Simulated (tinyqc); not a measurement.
Full spectrum, Debye and Einstein heat capacities: Born-von Karman spring model of a cubic crystal with one atom per cell. Computed by tinyqc, a small Python program. Command: `OMP_NUM_THREADS=1 python tinyqc.py 3023008 3023009 out.jsonl springs walk`. One thread of a shared host (Intel(R) Xeon(R) Processor @ 2.30GHz), about 0.1 s of CPU time with the checks.

First neighbours lie at a (1,0,0) (6 of them), second at a (1,1,0) (12), with all permutations and signs; the volume per atom is Omega = a^3.

Inputs (values chosen for the exercise, for a model crystal):
```
quantity                value           unit
lattice constant a       4.15       angstrom
atomic mass M            56.8              u
radial spring k1L         1.5  eV/angstrom^2
transverse spring k1T  -0.021  eV/angstrom^2
radial spring k2L        0.87  eV/angstrom^2
transverse spring k2T   0.024  eV/angstrom^2
```

Lattice: sc.

Constants: 1 eV/angstrom^3 = 160.2176634 GPa; u = 1.6605390666e-27 kg; hbar = 1.054571817e-34 J s; k_B = 1.380649e-23 J/K; nu for 1 eV/(angstrom^2 u) = 15.6333042 THz; h x 1 THz = 4.135667696 meV; k_B = 8.617333262e-05 eV/K.

Method:
- [ij,kl] = (1/(2 Omega)) sum_R K_ij R_k R_l; C11 = [xx,xx], C44 = [xx,yy], C12 = 2 [xy,xy] - C44; B = (C11 + 2 C12)/3; Zener ratio A = 2 C44/(C11 - C12). K(R) = kL n n^T + kT (1 - n n^T).
- rho = M/Omega and v = sqrt(C/rho), with C = C11, C44, C44 along [100]; (C11 + C12 + 2 C44)/2, C44, (C11 - C12)/2 along [110]; (C11 + 2 C12 + 4 C44)/3 and twice (C11 - C12 + C44)/3 along [111].
- Christoffel matrix G_xx = C11 n_x^2 + C44 (1 - n_x^2), G_xy = (C12 + C44) n_x n_y, with eigenvalues rho v^2; v_m^-3 is the mean of v^-3 over three branches and all directions (12 Gauss-Legendre points in cos(theta) times 24 angles phi = (j + 1/2) pi/12); q_D = (6 pi^2/Omega)^(1/3); Theta = hbar v_m q_D/k_B.
- A neighbour at R with unit vector n couples by the matrix K(R) = kL n n^T + kT (1 - n n^T), and D(q) = (1/M) sum_R K(R) [1 - cos(q.R)].
- An eigenvalue lambda of D in eV/(angstrom^2 u) gives nu = 15.6333042 THz x sqrt(lambda).
- Mesh: q = sum_i (m_i + 1/2)/n b_i, m_i = 0..n-1, with b = [[1.0, 0.0, 0.0], [0.0, 1.0, 0.0], [0.0, 0.0, 1.0]] in 2 pi/a; sums are averages over the n^3 points (here n = 14), per atom.
- With x = h nu/(k_B T) and n = 1/(exp(x) - 1) for each mode: F = k_B T [x/2 + ln(1 - exp(-x))], U = k_B T x (n + 1/2), S/k_B = x n - ln(1 - exp(-x)), C/k_B = x^2 n (n + 1).
- Debye: C = 9 k_B (T/Theta)^3 int_0^(Theta/T) x^4 e^x/(e^x - 1)^2 dx with the elastic Theta. Einstein: three modes at the root-mean-square frequency. The last column is the Theta that makes the Debye formula give the full C at that T.

elastic Debye temperature = 438.320 K

root-mean-square frequency = 5.3242 THz

Heat capacity (k_B/atom):
```
T (K)  full spectrum   Debye  Einstein  Theta from C (K)
53            0.7069  0.3808    0.5710            337.16
79            1.4185  0.9250    1.3394            332.32
110           1.9841  1.5160    1.9495            330.92
150           2.3819  2.0272    2.3688            330.37
220           2.6877  2.4797    2.6843            330.08
330           2.8552  2.7512    2.8545            329.96
440           2.9173  2.8563    2.9171            329.92
660           2.9629  2.9349    2.9628            329.90
```

What follows from these numbers?

The apparent Theta runs from 330 to 337 K against the elastic 438 K; at high T it tends to sqrt(5/3) h nu_rms/k_B = 330 K. At the lowest T the Debye value is 0.54 and the Einstein value 0.81 times the full one; dispersion bends the branches below the sound lines, so the real spectrum has more low modes than Debye assumes. At the highest T Debye misses by 0.94 % and Einstein by 0.0016 %.

Extremes, crossings and ranges named in words are read from the listed rows.
